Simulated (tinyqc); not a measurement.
Worked calculation: optical gain and spontaneous emission in a bulk direct-gap semiconductor. Values are carried at full precision from step to step, so a last printed digit may differ when a step is redone from the rounded ones.

F_j(eta) = (1/Gamma(j + 1)) integral_0^infinity x^j dx/(1 + exp(x - eta)), which tends to exp(eta) for eta << 0.

Quasi-Fermi levels: n = Nc F_1/2(Fc/kT) and p = Nv F_1/2(Fv/kT), Fc counted up from the conduction edge and Fv down from the valence edge; Nc, Nv from N = 2 (m kB T/(4 pi c))^(3/2) with c = hbar^2/2m0, in 1/angstrom^3; times 1e24 for 1/cm^3, with me and (mhh^(3/2) + mlh^(3/2))^(2/3).

Constants: hbar^2/2m0 = 3.80998211 eV angstrom^2; kB = 8.617333262e-05 eV/K; fine-structure constant alpha = 0.007297352564; hbar = 6.58211957e-16 eV s; hbar c = 1973.269805 eV angstrom.

Values chosen for the exercise (near those of InP; shifted at random, so the results belong to these values and not to a real crystal): me = 0.0768 m0 (electron mass); mhh = 0.615 m0 (heavy-hole mass); mlh = 0.0888 m0 (light-hole mass); n = 6.1e+18 1/cm^3 (injected density, n = p); T = 350 K; Eg = 1.325 eV (direct gap); Ep = 20.5 eV (Kane energy); nr = 3.4 (refractive index); E = 1.426 eV (photon energy).

## Quasi-Fermi levels

Solve for Fc and Fv.

kT = 0.030161 eV
Nc = 6.730e+17 1/cm^3
Nv = 1.609e+19 1/cm^3
Fc = 0.1535 eV
Fv = -0.0252 eV
Fc + Fv = 0.1282 eV

The separation of the quasi-Fermi levels exceeds the gap, so photons between Eg and Eg + (Fc + Fv) see gain. The quasi-Fermi level of the electrons lies inside the band, that of the holes in the gap.

## Absorption of the empty crystal

Parabolic bands, vertical transitions, no excitons. For each hole band j: mr = me mj/(me + mj); joint density of states J_j(E) = (mr/c)^(3/2) sqrt(E - Eg)/(2 pi^2), both spins, c = hbar^2/2m0; averaged matrix element |e.p|^2 = m0 Ep/6; alpha_j(E) = 4 pi^2 alpha_f c Ep J_j/(3 nr E) in 1/angstrom (alpha_f the fine-structure constant, listed as alpha among the constants), times 1e8 for 1/cm.

Evaluate at E for heavy and light holes.

mr, J and alpha of each hole band:
```
hole   mr (m0)  J (1/(eV angstrom^3))  alpha (1/cm)
heavy  0.06827              3.862e-05        5974.6
light  0.04118              1.809e-05        2799.0
```

The heavy-hole band gives 68 % of the total, 8774 1/cm.

## Occupations and gain at E

For band j the electron sits at Ee = (E - Eg) mr/me above its edge and the hole at Eh = (E - Eg) mr/mj; fe = 1/(1 + exp((Ee - Fc)/kT)), fh = 1/(1 + exp((Eh - Fv)/kT)); gain g = sum_j alpha_j (fe + fh - 1).

Use mr and alpha from the table.

Energies, occupations and gain of each hole band:
```
hole   Ee (eV)  Eh (eV)     fe     fh  g (1/cm)
heavy   0.0898   0.0112  0.892  0.230       729
light   0.0542   0.0468  0.964  0.084       135
```

total gain = 864 1/cm

E - Eg = 0.1010 eV is below Fc + Fv = 0.1282 eV, so both bands give gain (Bernard-Duraffourg).

## Spontaneous emission

Spontaneous rate: R = integral of (nr E/(hbar c))^2/(pi^2 hbar) sum_j alpha_j fe fh dE, with alpha in 1/cm and (nr E/(hbar c))^2 in 1/cm^2 (1e16 per 1/angstrom^2); B = R/(n p); lifetime n/R.

Integrate over photon energy.

R = 2.35e+27 1/(cm^3 s)
B = 6.32e-11 cm^3/s
radiative lifetime = 2.59 ns

## Checks

- B at n = 1e13 1/cm^3 against the van Roosbroeck-Shockley value from alpha and ni^2 (cm^3/s): both 1.06e-10.

(tinyqc, `OMP_NUM_THREADS=1 python tinyqc.py 1680625 1680626 out.jsonl`, Intel(R) Xeon(R) Processor @ 2.30GHz, 1 thread, shared host, about 0.08 s.)
